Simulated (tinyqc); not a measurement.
What moves the results: nanosheet or nanowire with hard walls, valleys of the Ge type. A value that a table varies takes the place of the one given here.

Four ellipsoidal valleys along <111>: inverse mass tensor w = 1/mt + (1/ml - 1/mt) a a^T with a the unit axis. Device axes: x along the channel, z = [001], y = z x x. The Gamma and Delta valleys are left out; the heavy Delta valleys, about 0.18 eV up, lie lowest once the L levels pass about 0.2 eV.

Hard walls around a W x H rectangle. The block w_c of w in (y, z) confines; the transport mass follows from 1/m_x = w_xx - w_xc w_c^-1 w_cx. The cross-section problem c (w_yy ky^2 + 2 w_yz ky kz + w_zz kz^2), c = hbar^2/2m0, is solved in products sin(n pi y/W) sin(l pi z/H), n, l = 1 to 12; if w_yz = 0 the levels are c pi^2 (w_yy n^2/W^2 + w_zz l^2/H^2). The w_yz term couples (n, l) to (n', l') by -2 c w_yz D_nn'(W) D_ll'(H) with D_nm(L) = 4 n m/(L (n^2 - m^2)) for n + m odd and 0 otherwise.

Without degeneracy the line density is N1 exp((EF - Ec)/kB T) with N1 = sum 2 g sqrt(m_x kB T/(4 pi c)) exp(-E/kB T), here over n, l up to 80 where w_yz = 0 and over all levels of a 12 x 12 sine basis otherwise; the classical value is W H Nc with Nc = 2 g_all (m_dos kB T/(4 pi c))^(3/2), m_dos = (ml mt^2)^(1/3); dVt = kB T ln(W H Nc/N1).

Constants: hbar^2/2m0 = 3.80998211 eV angstrom^2; kB = 8.617333262e-05 eV/K.

Inputs chosen for the exercise (near those of Ge; shifted at random, so the results belong to these values and not to a real crystal):
- ml = 1.588 m0 (longitudinal mass)
- mt = 0.082 m0 (transverse mass)
- T = 300 K (temperature)
- g_all = 4 (number of valleys)
- channel = 100 (transport direction x on a (001) wafer)
- H = 70 angstrom (height, along z = [001])
- Ws = (30, 40, 50, 65, 85, 110, 140) angstrom (widths)
- W = 100 angstrom (width, along y)

## From wire to sheet

Valleys:

| group | valleys g | w_yy | w_zz | \|w_yz\| | m_x (m0) |
|---|---|---|---|---|---|
| A | 4 | 8.33999 | 8.33999 | 3.85513 | 0.58400 |

Lowest level of each group (groups ordered by w_zz, then w_yy) and dVt against the width.

Results:

| W (angstrom) | A1 (eV) | dVt (mV) |
|---|---|---|
| 30 | 0.4025 | 353.9 |
| 40 | 0.2512 | 210.1 |
| 50 | 0.1817 | 146.4 |
| 65 | 0.1320 | 103.4 |
| 85 | 0.1027 | 80.7 |
| 110 | 0.0866 | 69.6 |
| 140 | 0.0777 | 63.7 |

How do the results move?

dVt falls from 354 to 64 mV. All valleys stay equivalent. At the widest W the lowest level is 0.0777 eV; the film limit c pi^2 w_zz/H^2 of that group is 0.0640 eV.

## Channel direction

The same rectangle along [100] and [110]; groups ordered by w_zz, then w_yy.

Lowest level of each group:

| channel, group | valleys g | w_yy | w_zz | \|w_yz\| | m_x (m0) | E (eV) |
|---|---|---|---|---|---|---|
| [100] A | 4 | 8.340 | 8.340 | 3.855 | 0.584 | 0.0915 |
| [110] A | 2 | 4.485 | 8.340 | 5.452 | 0.082 | 0.0697 |
| [110] B | 2 | 12.195 | 8.340 | 0.000 | 1.086 | 0.1099 |

How do the results move?

The lowest subband has m_x = 0.584 m0 and 4 valleys along [100], and 0.082 m0 and 2 valleys along [110]; its edge lies at 0.0915 and 0.0697 eV. At equal energy above the edge the carriers of the [110] channel are faster by a factor 2.67.

## What each parameter does

E1 and E2 are the two lowest subband edges over all groups. Each row changes one parameter from the base and keeps the others.

Results:

| case | E1 (eV) | E2 - E1 (meV) | m_x of lowest (m0) | dVt (mV) |
|---|---|---|---|---|
| base | 0.0915 | 79.1 | 0.584 | 73.0 |
| W = 115 angstrom | 0.0846 | 60.1 | 0.584 | 68.3 |
| H = 64 angstrom | 0.1039 | 79.4 | 0.584 | 83.0 |
| T = 350 K | 0.0915 | 79.1 | 0.584 | 73.7 |
| ml = 1.747 m0 | 0.0913 | 78.7 | 0.637 | 72.8 |
| mt = 0.074 m0 | 0.1011 | 87.1 | 0.579 | 80.3 |

How do the results move?

The largest shifts from the base row, up to three for each result and ties (the steps differ in size, so this ranks the rows, not the parameters). E1 (eV): H +0.0123, mt +0.0096, W -0.0070; unchanged at the printed digits by T. E2 - E1 (meV): W -19.0, mt +8.1, ml -0.4; unchanged at the printed digits by T. m_x of lowest (m0): ml +0.053, mt -0.005; unchanged at the printed digits by W, H and T. dVt (mV): H +10.0, mt +7.4, W -4.6.

(tinyqc, `OMP_NUM_THREADS=1 python tinyqc.py 1251106 1251107 out.jsonl`, Intel(R) Xeon(R) Processor @ 2.30GHz, 1 thread, shared host, about 0.2 s.)
